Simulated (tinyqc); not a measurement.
Composition and strain of an epitaxial Si(1-x)Ge(x) layer from Raman and X-ray peaks: one step, computed by the program tinyqc.

A (001) layer, biaxially strained in the plane. The Raman peaks follow empirical lines omega = w0 + c1 x + c3 x^3 + b eps (c3 for Si-Ge alone), with eps the in-plane strain.

Question. Lattice constants and strain. Relaxed lattice constant a(x) = a_Si + (a_Ge - a_Si) x - B x (1 - x). In-plane constant a_par = a_sub + R (a(x) - a_sub); eps = a_par/a(x) - 1; eps_perp = -(2 C12/C11) eps with 2 C12/C11 linear in x; a_perp = a(x) (1 + eps_perp).

Inputs (values chosen for the exercise, modelled on silicon-germanium):
```
quantity                value      unit
Ge fraction x            0.23         -
degree of relaxation R      0         -
lattice constant of Si  5.431  angstrom
lattice constant of Ge  5.658  angstrom
bowing B                0.029  angstrom
2 C12/C11 of Si         0.776         -
2 C12/C11 of Ge         0.754         -
```

Substrate: germanium.

Give: relaxed constant a(x); substrate constant a_sub; a_par; in-plane strain eps; strain along the normal; a_perp.

Answer.

relaxed constant a(x) = 5.4781 angstrom

substrate constant a_sub = 5.658 angstrom

a_par = 5.658 angstrom

in-plane strain eps = 32.845 per mille

strain along the normal = -25.321 per mille

a_perp = 5.3394 angstrom

The layer is under tension in the plane and is shortened along the normal. Caution: strains above 2 % survive only in layers a few nanometres thick, and the linear relations lose accuracy.
